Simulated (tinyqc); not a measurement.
Doping and voltage from widths and field.

Question. In the depletion approximation an abrupt p-n junction has a triangular field: peak E = q Nd xn/(eps0 eps_r) = q Na xp/(eps0 eps_r), W = xn + xp, and Vbi - V = E W/2. Find Nd, Na and Vbi - V.

Parameters, values chosen for the exercise:

| symbol | value | unit | meaning |
|---|---|---|---|
| eps_r | 11.1 |  | relative permittivity |

Constants: q = 1.602176634e-19 C, eps0 = 8.8541878128e-14 F/cm where lengths are in cm. Results are converted to the units shown.

W = 1265.7039 nm
peak field = 37.827901 kV/cm
xn = 210.95065 nm

Answer. Gauss's law on each side gives its doping from the peak field and its width; the voltage is the area of the triangle.

Nd = 1.100e16 cm^-3
Na = 2.200e15 cm^-3
Vbi - V = 2.394 V

Program tinyqc, `OMP_NUM_THREADS=1 python tinyqc.py 2000153 2000154 out.jsonl`; Intel Xeon 2.30GHz, shared host, one thread, about 0.02 s.
